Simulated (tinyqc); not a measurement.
Inside a calculation. Method: FCI on RHF in the sto-3g basis, for H3-, spin multiplicity 1. The basis has no diffuse functions, so it cannot describe the extra electron: this is an exercise in the method, not the real anion. One step of it, computed by the program tinyqc.

Problem. Iteration 1: diagonalisation and new density. Diagonalise F' = X^T F X, C = X C', fill 2 alpha and 2 beta electrons from the bottom; D = 2 C_occ C_occ^T. Each column has its largest component positive (the first on a tie).

Fock matrix F (hartree), lower triangle:
```
           1H 1s      2H 1s     3H 1s
1H 1s   0.126203
2H 1s  -0.221122   0.137507
3H 1s  -0.221122  -0.033798  0.137507
```

X:
```
               1          2         3
1H 1s   1.110293   0.000000  0.532646
2H 1s  -0.735397   0.736951  0.402091
3H 1s  -0.735397  -0.736951  0.402091
```

Give: F' = X^T F X; orbital energies; coefficients C; D after iteration 1.

Solution.

F' = X^T F X (hartree), lower triangle:
```
         1       2        3
1   0.9899
2   0.0000  0.1861
3  -0.0109  0.0000  -0.1201
```

orbital energies (hartree): MO1 -0.1202, MO2 0.1861, MO3 0.9900

coefficients C:
```
          MO1      MO2      MO3
1H 1s  0.5435   0.0000   1.1050
2H 1s  0.3948   0.7370  -0.7393
3H 1s  0.3948  -0.7370  -0.7393
```

D after iteration 1, lower triangle:
```
        1H 1s    2H 1s   3H 1s
1H 1s  0.5908
2H 1s  0.4292   1.3980
3H 1s  0.4292  -0.7744  1.3980
```
